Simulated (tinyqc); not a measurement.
# One-sided p+-n junction, ionisation integral and breakdown, step by step

Program tinyqc, `OMP_NUM_THREADS=1 python tinyqc.py 2120142 2120143 out.jsonl`; Intel Xeon 2.30GHz, shared host, one thread, about 0.06 s. Printed values are rounded.

A p+ layer at x < 0 and an n drift layer from x = 0. Depletion approximation, built-in voltage neglected. Local ionisation coefficients alpha_n = an exp(-(bn/E)^mx), alpha_p = ap exp(-(bp/E)^mx). Electrons move towards +x, holes towards x = 0.

Parameters, values chosen for the exercise; material values close to those of 4H silicon carbide: relative permittivity eps_r = 9.79; prefactor of the electron ionisation coefficient an = 1.88e8 1/cm; field constant for electrons bn = 3.07e7 V/cm; prefactor of the hole ionisation coefficient ap = 3.21e8 1/cm; field constant for holes bp = 2.62e7 V/cm; exponent mx = 1; donor density of the drift layer N = 8.1e16 cm^-3; reverse voltage V = 275 V; share of the depleted width that the grid covers fr = 0.4.

Constants: q = 1.602176634e-19 C, eps0 = 8.8541878128e-14 F/cm where lengths are in cm. Results are converted to the units shown.

## Field and ionisation coefficients on a grid

W = sqrt(2 eps0 eps_r V/(q N)), peak field E0 = q N W/(eps0 eps_r), falling linearly to 0 at W. Grid: 11 equal steps from 0 to fr W.

W = 1.91668 um

```
point,x (um),E (kV/cm),alpha_n (1/cm),alpha_p (1/cm)
0,0.000000,2869.55,4244.59,34772.8
1,0.069697,2765.20,2834.67,24638.1
2,0.139395,2660.85,1834.08,16991.8
3,0.209092,2556.51,1145.24,11368.3
4,0.278790,2452.16,687.024,7350.23
5,0.348487,2347.81,393.840,4571.61
6,0.418184,2243.46,214.381,2720.53
7,0.487882,2139.12,109.973,1539.03
8,0.557579,2034.77,52.6807,821.229
9,0.627277,1930.42,23.3057,409.441
10,0.696974,1826.08,9.39278,188.527
11,0.766672,1721.73,3.39068,79.0186
```

## Ionisation integrals by the trapezoid rule

G(x) = integral from 0 to x of (alpha_n - alpha_p); I_n = integral of alpha_n exp(-G) (electrons injected at x = 0), I_p = integral of alpha_p exp(G(end) - G) (holes injected at the far edge); M = 1/(1 - I). All integrals by the trapezoid rule on the grid.

```
point,G,alpha_n exp(-G) (1/cm)
0,0.000000,4244.59
1,-0.182369,3401.76
2,-0.311174,2503.57
3,-0.399622,1707.86
4,-0.458469,1086.63
5,-0.496248,646.90
6,-0.519541,360.43
7,-0.533255,187.45
8,-0.540913,90.48
9,-0.544937,40.19
10,-0.546907,16.23
11,-0.547795,5.86
```

I_n = 0.0847989
I_p = 0.467259
M_n = 1.09266
M_p = 1.87709

A grid of 1500 steps over the whole width gives I_n = 0.08421 and I_p = 0.4677; the coarse I_n is 0.70 % above and the coarse I_p 0.097 % below those values. Holes multiply more: on this coarse grid M - 1 is 9.47 times as large for them.

## Breakdown voltage by secant steps

G(x) = integral from 0 to x of (alpha_n - alpha_p); I_n = integral of alpha_n exp(-G) (electrons injected at x = 0), I_p = integral of alpha_p exp(G(end) - G) (holes injected at the far edge); M = 1/(1 - I). Secant steps on ln I_n(V) = 0 with the integrals on a fine grid (1500 steps), from the points V = 295 and 321 V; stop when the step is below 1e-7 of V.

Course of the iteration:
```
step,V (V),I_n,change of V (V)
1,321,0.308090,41.6
2,362.551,1.11703,-3.57
3,358.981,0.991240,0.263
4,359.244,0.999930,2.12e-3
5,359.246,1.00000,-1.34e-6
```

Breakdown at 359.25 V, with a peak field of 3280 kV/cm and W = 2.191 um. The integral for holes reaches 1 at the same voltage.
